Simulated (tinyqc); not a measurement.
# Mobility of a non-polar semiconductor in the relaxation-time approximation, step by step

A worked calculation. Computed by tinyqc, a small Python program that keeps every step. Command: `OMP_NUM_THREADS=1 python tinyqc.py 3000158 3000159 out.jsonl rta walk`. One thread of a shared host (Intel(R) Xeon(R) Processor @ 2.30GHz), about 0.01 s of CPU time with the checks. Intermediate numbers are printed to about 7 digits and carried at full precision; extremes and crossings named in words are read from the listed rows.

Each valley is treated as a sphere of mass m_d for states and rates, with one isotropic relaxation time; the conductivity mass m_c sets the current.

Inputs (values chosen for the exercise, modelled on electrons in silicon):
```
quantity                                            value       unit
longitudinal mass m_l                               0.943        m_0
transverse mass m_t                                 0.188        m_0
equivalent valleys Z                                    6          -
static permittivity eps_s                            11.7          -
density rho                                          2329     kg/m^3
sound velocity v_l                                   9190        m/s
acoustic deformation potential D_A                    9.1         eV
phonon energy hbar w                                 58.3        meV
optical or intervalley deformation potential D_o      5.2  1e8 eV/cm
final valleys Z_f                                       5          -
carrier density n                                 2.1e+17     1/cm^3
compensation ratio C                                    0          -
temperature T                                         400          K
alloy fraction x                                      0.1          -
alloy potential U                                    0.42         eV
lattice constant a                                   5.69   angstrom
```

Band: parabolic. Impurity formula: Conwell-Weisskopf. Further scattering: alloy.

Constants: k_B = 8.617333262e-05 eV/K; m_0 = 9.1093837015e-31 kg; e = 1.602176634e-19 C; hbar = 1.054571817e-34 J s; eps_0 = 8.8541878128e-12 F/m; k_B = 1.380649e-23 J/K; hbar = 6.582119569e-16 eV s.

## Masses

m_d = (m_l m_t^2)^(1/3); 1/m_c = (1/m_l + 2/m_t)/3; Hall mass factor A = 3 K_m (K_m + 2)/(2 K_m + 1)^2, K_m = m_l/m_t; N_I = n (1 + C)/(1 - C).

density-of-states mass m_d = 0.3218171 m_0

conductivity mass m_c = 0.2564378 m_0

Hall mass factor A = 0.8674815

ionised impurity density N_I = 2.10e+17 1/cm^3

## Fermi level and screening

Parabolic band: E = hbar^2 k^2/(2 m), speed v = hbar k/m, states per spin, volume and energy g(E) = m k/(2 pi^2 hbar^2). Here m = m_d. Masses are multiplied by m_0 and all formulas are in SI units. The reduced Fermi level eta = E_F/(k_B T) solves n = 2 Z int g f dE with f = 1/(1 + exp(x - eta)) (Z = 1 unless valleys are given); screening length L_s = sqrt(eps_s eps_0 k_B T/(e^2 dn/deta)), dn/deta = 2 Z int g f (1 - f) dE. Integrals over x = E/(k_B T) use 160 Gauss-Legendre points in u = sqrt(x) from 0 to sqrt(max(eta, 0) + 32).

reduced Fermi level eta = -5.304152

screening length L_s = 10.31097 nm

The gas is non-degenerate (eta < -2), and L_s is close to the Debye length.

## Rates at a few energies

Phonon occupation N_q = 1/(exp(hbar w/(k_B T)) - 1). Acoustic deformation potential (elastic, equipartition, absorption and emission together): 1/tau = 2 pi k_B T D_A^2 g(E)/(hbar rho v_l^2). Optical or intervalley deformation potential: 1/tau = (pi Z_f D_o^2/(rho w)) [N_q g(E + hbar w) + (N_q + 1) g(E - hbar w)], with g = 0 below the band edge. Each optical term is multiplied by (1 - f(E'))/(1 - f(E)), E' the final energy, for Pauli blocking. Singly charged impurities, momentum relaxation: 1/tau = N_I e^4 m (1 + 2 alpha E) Phi/(8 pi (eps_s eps_0)^2 hbar^3 k^3), with alpha = 0 for a parabolic band. Conwell-Weisskopf: Phi = ln(1 + y^2), y = 4 pi eps_s eps_0 E N_I^(-1/3)/e^2 (largest impact parameter N_I^(-1/3)/2). Alloy disorder: 1/tau = (2 pi/hbar) Omega x (1 - x) U^2 g(E), Omega = a^3/4 (other conventions for Omega rescale U).

Rates (1e12/s) at E = (max(eta, 0) + 0.5, 1, 2, 4) k_B T:
```
E (meV)   acoustic   optical  ionised impurity     alloy
17.2347   1.811802  1.276671          4.339481  0.569774
34.4693   2.562274  1.413478          2.566593  0.805783
68.9387   3.623603  4.239887          1.298030  1.139549
137.8773  5.124549  9.143554          0.599519  1.611566
```

## Mobility for each process alone

mu = (m_d/m_c) (2 Z e/(3 n k_B T)) int g v^2 tau f (1 - f) dE. Averages over x are split at the emission threshold x_0 = hbar w/(k_B T): 64 Gauss-Legendre points in sqrt(x) below it and 128 in sqrt(x - x_0) above it, up to x = max(eta, 0) + 32.

acoustic mobility = 2012.159 cm^2/(V s)

optical mobility = 2450.456 cm^2/(V s)

ionised impurity mobility = 7071.314 cm^2/(V s)

alloy mobility = 6398.377 cm^2/(V s)

## All processes together

Rates are added at each energy before the average. With <y> = int g v^2 y f (1 - f) dE: Hall factor r_H = A (3 n k_B T/(2 Z m_d)) <tau^2/(1 + 2 alpha E)>/<tau>^2 (alpha = 0 for a parabolic band); Hall mobility r_H mu; |S| = (k_B/e) (<x tau>/<tau> - eta); resistivity 1/(n e mu).

drift mobility mu = 658.5855 cm^2/(V s)

Hall factor r_H = 0.9620972

Hall mobility = 633.6233 cm^2/(V s)

Seebeck coefficient |S| = 632.8822 microvolt/K

resistivity = 0.04512925 ohm cm

Taking r_H = 1 in a Hall measurement would give a density 1.04 times the true one.

## Matthiessen's rule against the full average

Matthiessen's rule adds 1/mu of the separate processes.

Separate mobilities:
```
process           mu (cm^2/(V s))  share of the sum of 1/mu (%)
acoustic                 2012.159                      41.31945
optical                  2450.456                      33.92889
ionised impurity         7071.314                      11.75754
alloy                    6398.377                      12.99412
```

mobility by Matthiessen's rule = 831.4127 cm^2/(V s)

excess of Matthiessen's rule over the full mu = 26.24218 %

The rule gives 831.4 against the full 658.6, 26.2 % too high; it can only overestimate, since each separate average is carried by the energies where that process is weak. The error is large because acoustic and optical scattering both carry weight and depend on energy in different ways.

Checks made by the program: n against 2 Z (m k_B T/2 pi hbar^2)^(3/2) (2/sqrt(pi)) F_1/2(eta) by adaptive quadrature (relative difference below 1e-10); acoustic mobility against its closed form in Fermi integrals (relative difference below 1e-10); the sum rule (2 Z/(3 k_B T)) int g v^2 (1 + 2 alpha E) f (1 - f) dE = n/m_d (relative difference below 1e-10).
